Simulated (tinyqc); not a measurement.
Density of states of one tight-binding band of a chain: one step. Histogram. Two cases, with inputs chosen for the exercise.

Task: Count the points in equal bins from E_lo to E_hi; g = count/(all points x bin width).

Give: Histogram.

Case 1.

Values chosen: bins = 6 (bins of the histogram); E_lo = -2.013 eV (lower end of the histogram); E_hi = 1.617 eV (upper end).

Distinct energies:
```
E_k (eV)   points
-2.000000       1
-1.800069       2
-1.258650       2
-0.525613       2
0.220000        2
0.836740        2
1.258650        2
1.488942        2
1.560000        1
```

Result:

Histogram:
```
from (eV)  to (eV)  points  g (1/eV)
-2.0130    -1.4080       3    0.3099
-1.4080    -0.8030       2    0.2066
-0.8030    -0.1980       2    0.2066
-0.1980     0.4070       2    0.2066
0.4070      1.0120       2    0.2066
1.0120      1.6170       5    0.5165
```

Empty bins: 0 of 6; the fullest holds 5 points.

Case 2.

Values chosen: bins = 10 (bins of the histogram); E_lo = -5.613 eV (lower end of the histogram); E_hi = 4.217 eV (upper end).

Distinct energies:
```
E_k (eV)   points
-5.540000       1
-4.141954       2
-0.951691       2
2.051954        2
3.721691        2
4.180000        1
```

Result:

Histogram:
```
from (eV)  to (eV)  points  g (1/eV)
-5.6130    -4.6300       1    0.1017
-4.6300    -3.6470       2    0.2035
-3.6470    -2.6640       0    0.0000
-2.6640    -1.6810       0    0.0000
-1.6810    -0.6980       2    0.2035
-0.6980     0.2850       0    0.0000
0.2850      1.2680       0    0.0000
1.2680      2.2510       2    0.2035
2.2510      3.2340       0    0.0000
3.2340      4.2170       3    0.3052
```

Empty bins: 5 of 10; the fullest holds 3 points. Empty bins inside the band come from the coarse mesh, not from gaps.

Computed by tinyqc, one run a case: `OMP_NUM_THREADS=1 python tinyqc.py N N+1 out.jsonl` with N = 1681421, 1681886; one thread of a shared Intel(R) Xeon(R) Processor @ 2.30GHz, about 0.01 s a run at most.
